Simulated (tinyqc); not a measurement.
Dispersion and weight of the plasmon: plasmons of a degenerate electron gas in the random-phase approximation.

Zero temperature, parabolic band: kF = (3 pi^2 n)^(1/3), EF = c kF^2/m, Ep^2 = 8 pi c e2 n/(m eb), qTF^2 = 6 pi e2 n/(eb EF), c = hbar^2/2m0, e2 = e^2/(4 pi eps0), n in 1/angstrom^3 (1e-24 per 1/cm^3).

Lindhard function: eps(q, E)/eb = 1 + (qTF/q)^2 (f1 + i f2) with z = q/(2 kF), u = E/(hbar vF q), hbar vF = 2 c kF/m; f1 = 1/2 + [h(z - u) + h(z + u)]/(8 z), h(x) = (1 - x^2) ln|(x + 1)/(x - 1)|; f2 = pi u/2 for z + u < 1, (pi/(8 z))(1 - (z - u)^2) for |z - u| < 1 < z + u, else 0. Pairs exist for c (q^2 - 2 q kF)/m < E < c (q^2 + 2 q kF)/m.

Constants: hbar^2/2m0 = 3.80998211 eV angstrom^2; e^2/(4 pi eps0) = 14.39964547 eV angstrom.

Inputs chosen for the exercise (out of a larger set: a free-electron density near that of Al; not measured data):
- n = 1.84e+23 1/cm^3 (electron density)
- m = 1 m0 (mass)
- eb = 1 (background dielectric constant)

Short formula: E^2 = Ep^2 + (3/5)(hbar vF q)^2 + (c q^2/m)^2; qc is where the plasmon meets the top of the continuum. The weight is the share of the f-sum that the plasmon carries, 2E/(Ep^2 d(eps/eb)/dE); a dash marks no undamped root.

Energies (eV):
```
q (1/angstrom)   q/kF  top of continuum  plasmon  short formula  weight
0.130           0.074             1.807    15.99          15.99   1.000
0.324           0.184             4.744    16.29          16.28   1.000
0.519           0.295             7.985    16.87          16.85   0.997
0.714           0.406             11.52    17.77          17.68   0.986
0.908           0.516             15.32    19.07          18.78   0.951
1.04            0.591             18.07    20.27          19.68   0.893
1.17            0.665             20.90    21.78          20.70   0.764
1.26            0.716             22.94    23.13          21.48   0.554
1.43            0.813             26.96        -          23.13       -
1.69            0.960             33.54        -          26.08       -
```

qc = 1.297 1/angstrom

What does the comparison show?

Ep = 15.93 eV. The plasmon rises from 15.99 to 23.13 eV just before qc, 45 % above Ep. The short formula errs by -0.55 % at q/kF = 0.41 and -7.11 % next to qc. The weight falls from 1.000 to 0.554 as pairs take over the sum.

Program tinyqc; command `OMP_NUM_THREADS=1 python tinyqc.py 1651805 1651806 out.jsonl`; about 0.01 s on one thread of a shared Intel(R) Xeon(R) Processor @ 2.30GHz.
